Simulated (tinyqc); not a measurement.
# Coupling and lever arm from microwave spectroscopy

Problem. A charge qubit absorbs at h f = sqrt(ep^2 + 4 tc^2), ep = al (V - V0). Find al, V0 and tc.

Constants: q = 1.602176634e-19 C, h = 6.62607015e-34 J s. Results are converted to the units shown.

gate voltage (mV): [0.6635, 0.691, 0.713]
resonance frequency Om/h (GHz): [1.9085947, 1.7173921, 2.7178199]

Answer. (h f)^2 is a parabola in V: its curvature gives al, its vertex V0 and 4 tc^2.

al = 0.280 eV/V
V0 = 0.680 mV
tc = 3.20 ueV

Numbers from tinyqc (`OMP_NUM_THREADS=1 python tinyqc.py 2470126 2470127 out.jsonl`; about 0.01 s on one thread of a shared Intel Xeon 2.30GHz).
